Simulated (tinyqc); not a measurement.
Trap density and cross-section from the conductance peak.

Problem. For a continuum of interface traps on an n-type substrate Gp/w peaks at 2 pi f tau = 1.9803 with the height 0.40237 q Dit, and tau = 1/(sn vth Nd exp(psi/Vt)) with psi = ps. Find Dit, tau and sn.

Parameters, values chosen for the exercise: temperature T = 300 K; donor density Nd = 2.1e16 cm^-3; band bending psi ps = -0.267 V; thermal velocity vth = 5.7e7 cm/s.

Constants: q = 1.602176634e-19 C, kB = 1.380649e-23 J/K, Vt = kB T/q. Results are converted to the units shown.

peak Gp/w = 161.16695 nF/cm^2
frequency of the peak = 19740.705 Hz

Solution. The height gives Dit, the position tau, and tau with the surface density gives sn.

Dit = 2.500e12 cm^-2 eV^-1
tau = 1.597e-5 s
sn = 1.600e-15 cm^2

tinyqc, about 0.01 s, one thread, Intel Xeon 2.30GHz (shared host): `OMP_NUM_THREADS=1 python tinyqc.py 2030015 2030016 out.jsonl`
